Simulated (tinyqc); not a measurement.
Free and trapped electrons in a MOS channel with a dense trap tail: one step of the calculation.

p-type body, charge-sheet picture, full ionisation (an idealisation for deep acceptors), Boltzmann statistics for free electrons. e = Ec - EF at the surface. Acceptor-like traps of density D(E) = D0 + De exp(-E/Ew) at depth E below Ec, from 0 to Eu, hold n_t = integral of D(E)/(1 + exp((e - E)/Vt)). psi = Eg - Vt ln(Nv/Na) - e; N_dep = sqrt(2 eps0 eps_r Na (psi - Vt)/q); n_f = sqrt(N_dep^2 + 2 eps0 eps_r Vt Nc exp(-e/Vt)/q) - N_dep; Vg = Vfb + psi + q (N_dep + n_t + n_f)/Cox, Cox = eps0 eox/tox.

Problem. Charges and gate voltage. psi, N_dep, n_f and Vg as defined, with the n_t given; free share n_f/(n_f + n_t); apparent mobility mf n_f/(n_f + n_t); gate voltage spent on traps q n_t/Cox.

Inputs (values chosen for the exercise); band and dielectric values close to those of 4H silicon carbide: temperature T = 475 K; band gap Eg = 3.23 eV; relative permittivity eps_r = 9.61; conduction-band density of states at T Nc = 3.45e19 cm^-3; valence-band density of states at T Nv = 4.96e19 cm^-3; relative permittivity of the insulator eox = 3.9; insulator thickness tox = 35 nm; acceptor density Na = 7.8e16 cm^-3; flat-band voltage without trapped charge Vfb = -2.07 V; mobility of free electrons mf = 210 cm^2/(V s); Ec - EF at the surface e = 0.114 eV.

Constants: q = 1.602176634e-19 C, kB = 1.380649e-23 J/K, Vt = kB T/q, eps0 = 8.8541878128e-14 F/cm where lengths are in cm. Results are converted to the units shown.

n_t = 1.4432827e12 cm^-2

Find: psi; N_dep; n_f; Vg; free share; apparent mobility; gate voltage spent on traps.

Solution.

psi = 2.8518 V
N_dep = 1.5260e12 cm^-2
n_f = 2.7802e11 cm^-2
Vg = 6.0552 V
free share = 16.152 %
apparent mobility = 33.919 cm^2/(V s)
gate voltage spent on traps = 2.3438 V

Program tinyqc, `OMP_NUM_THREADS=1 python tinyqc.py 2222063 2222064 out.jsonl`; Intel Xeon 2.30GHz, shared host, one thread, about 0.02 s.
